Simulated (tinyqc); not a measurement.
Susceptibility above T_c: two-sublattice mean-field magnet: ferrimagnet, compensation points and susceptibility. Computed by tinyqc, a small Python program. Command: `OMP_NUM_THREADS=1 python tinyqc.py 3030595 3030596 out.jsonl ferri walk`. One thread of a shared host (Intel(R) Xeon(R) Processor @ 2.30GHz), about 0.01 s of CPU time with the checks.

A random alloy A(1-x)B(x) with H = -sum over pairs J S_i.S_j. a = <S_A> and b = <S_B> are taken along z, a > 0. Exchange fields: h_A = (1 - x) zJ_AA a + x zJ_AB b, h_B = (1 - x) zJ_AB a + x zJ_BB b; a = S_A B_(S_A)(S_A h_A/(k_B T)) and likewise for b, with the Brillouin function B_S(y) = [(2S + 1)/(2S)] coth[(2S + 1) y/(2S)] - [1/(2S)] coth[y/(2S)].

Inputs (values chosen for the exercise, for a model ferrimagnet):
```
quantity               value  unit
spin S_A                   2     -
spin S_B                 3.5     -
g factor g_A             2.1     -
g factor g_B               2     -
fraction x of B sites   0.35     -
z J_AA                  41.2   meV
z J_BB                   3.2   meV
z J_AB                  -4.5   meV
T over T_c              0.66     -
```

Constants: k_B = 8.617333262e-05 eV/K.

Method. Linearised, T (a, b) = M (a, b) with M_ij = S_i (S_i + 1) c_j zJ_ij/(3 k_B), c_A = 1 - x, c_B = x. T_c is the larger eigenvalue, and its eigenvector gives b/a at onset, (T_c - M_AA)/M_AB. With a field B, T (a, b) = M (a, b) + (mu_B B/(3 k_B)) (g_A S_A (S_A + 1), g_B S_B (S_B + 1)). chi = m/B per site; C = mu_B [(1 - x) g_A^2 S_A (S_A + 1) + x g_B^2 S_B (S_B + 1)]/(3 k_B); the table gives C/chi, which tends to T - theta.

T_c = 633.071 K

M (K):
```
          A        B
A   621.538  -36.554
B  -178.202   68.235
```

Inverse susceptibility:
```
T (K)   C/chi (K)  T - C/chi (K)
645.7        40.0         605.76
696.4       170.7         525.66
791.3       350.0         441.31
949.6       576.3         373.31
1266.1      948.8         317.33
1899.2     1620.0         279.21
3165.4     2908.9         256.47
6330.7     6088.2         242.52
```

What follows from these numbers?

T - C/chi sinks from 606 K just above T_c to 243 K at 10 T_c, on its way to the asymptotic theta. The curve of 1/chi is a hyperbola that bends down to zero at T_c = 633 K, so a Curie-Weiss line fitted at high T misses T_c.
